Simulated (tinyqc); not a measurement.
What moves the results: two-band k.p model of the X valleys of a zinc-blende crystal. A value that a table varies takes the place of the one given here.

k along the valley axis, counted from X, c = hbar^2/2m0, e = c k^2/ml. H = [[e - D/2, i P k], [-i P k, e + D/2]] with P^2 = D0 c/ml, so E = e -/+ sqrt(D^2/4 + D0 e). For D = 0 (diamond lattice) the bands cross at X.

With x = D/D0: for x < 1 the minima lie at k_m = sqrt(ml D0 (1 - x^2)/(4 c)), the hump at X has the height dE = (D0/4)(1 - x)^2 and the mass at the minimum is ml/(1 - x^2); the mass at X is ml/(1 - 1/x), negative for x < 1. For x > 1 the minimum is at X.

Thermal masses along the axis for one X point, lower band, E from the minimum, on 1601 points from -0.8 to 0.8 1/angstrom: density-of-states mass m_d = c I^2/(pi kT), I = integral of exp(-E/kT) dk; conductivity mass m_c = 2 c kT/<(dE/dk)^2> with central differences.

Constants: hbar^2/2m0 = 3.80998211 eV angstrom^2; kB = 8.617333262e-05 eV/K.

Parameters, chosen for this exercise (of the order of those of GaP; shifted at random, so the results belong to these values and not to a real crystal): D0 = 0.41 eV (coupling energy); ml = 0.876 m0 (mass along the axis from remote bands); D = 0.351 eV (splitting of the two conduction levels at X); T = 150 K (temperature).

## From the diamond lattice to a polar crystal

D is varied at fixed D0 and ml.

Results:

| x | D (eV) | k_m (1/angstrom) | dE (meV) | mass at the minimum |
|---|---|---|---|---|
| 0.00 | 0.000 | 0.1535 | 102.50 | 0.876 |
| 0.30 | 0.123 | 0.1464 | 50.23 | 0.963 |
| 0.60 | 0.246 | 0.1228 | 16.40 | 1.369 |
| 0.80 | 0.328 | 0.0921 | 4.10 | 2.433 |
| 0.90 | 0.369 | 0.0669 | 1.02 | 4.611 |
| 1.10 | 0.451 | 0.0000 | 0.00 | 9.636 |
| 1.30 | 0.533 | 0.0000 | 0.00 | 3.796 |
| 2.00 | 0.820 | 0.0000 | 0.00 | 1.752 |
| 4.00 | 1.640 | 0.0000 | 0.00 | 1.168 |

How do the results move?

At D = 0 the minima lie 0.1535 1/angstrom from X under a cusp of D0/4 = 102 meV, the pattern of silicon. The hump shrinks as (1 - x)^2, faster than k_m, so at x = 0.9 it is only 1.02 meV although k_m is still 44 % of its first value. The mass diverges at x = 1 from both sides (4.61 at 0.9, 9.64 at 1.1), where the band is quartic.

## Temperature

Thermal masses against T.

Results:

| T (K) | kT (meV) | m_d | m_c |
|---|---|---|---|
| 10 | 0.86 | 15.757 | 4.158 |
| 20 | 1.72 | 16.065 | 4.632 |
| 50 | 4.31 | 12.910 | 4.408 |
| 100 | 8.62 | 9.616 | 3.750 |
| 200 | 17.23 | 6.878 | 3.049 |
| 300 | 25.85 | 5.646 | 2.689 |
| 500 | 43.09 | 4.440 | 2.306 |

What does this show, and why?

m_d goes from 15.757 to 4.440 and m_c goes from 4.158 to 2.306; m_d peaks in between, at 16.065 for 20 K among these rows; m_c peaks in between, at 4.632 for 20 K among these rows. The limits are 4 x 3.280 and 3.280 for kT far below dE = 2.12 meV, and ml = 0.876 for both at kT far above D0; near kT = dE the flat region between the minima can push both above the first limit. No single longitudinal mass describes such a valley, so values from cyclotron resonance, donor spectra and carrier densities differ.

## What each parameter does

Shape of the lower band and thermal masses. Each row changes one parameter from the base and keeps the others.

Results:

| case | k_m (1/angstrom) | dE (meV) | m_d (m0) | m_c (m0) |
|---|---|---|---|---|
| base | 0.0793 | 2.123 | 7.918 | 3.331 |
| D = 0.3405 eV | 0.0855 | 2.945 | 7.980 | 3.247 |
| D0 = 0.4223 eV | 0.0866 | 3.010 | 8.090 | 3.276 |
| ml = 0.9023 m0 | 0.0805 | 2.123 | 8.156 | 3.431 |
| T = 145.5 K | 0.0793 | 2.123 | 8.036 | 3.362 |

How do the results move?

The largest shifts from the base row, up to three for each result and ties (the steps differ in size, so this ranks the rows, not the parameters). k_m (1/angstrom): D0 +0.0073, D +0.0062, ml +0.0012; unchanged at the printed digits by T. dE (meV): D0 +0.887, D +0.823; unchanged at the printed digits by ml and T. m_d (m0): ml +0.238, D0 +0.172, T +0.118. m_c (m0): ml +0.100, D -0.084, D0 -0.055.

Program tinyqc; command `OMP_NUM_THREADS=1 python tinyqc.py 1880726 1880727 out.jsonl`; about 0.01 s on one thread of a shared Intel(R) Xeon(R) Processor @ 2.30GHz.
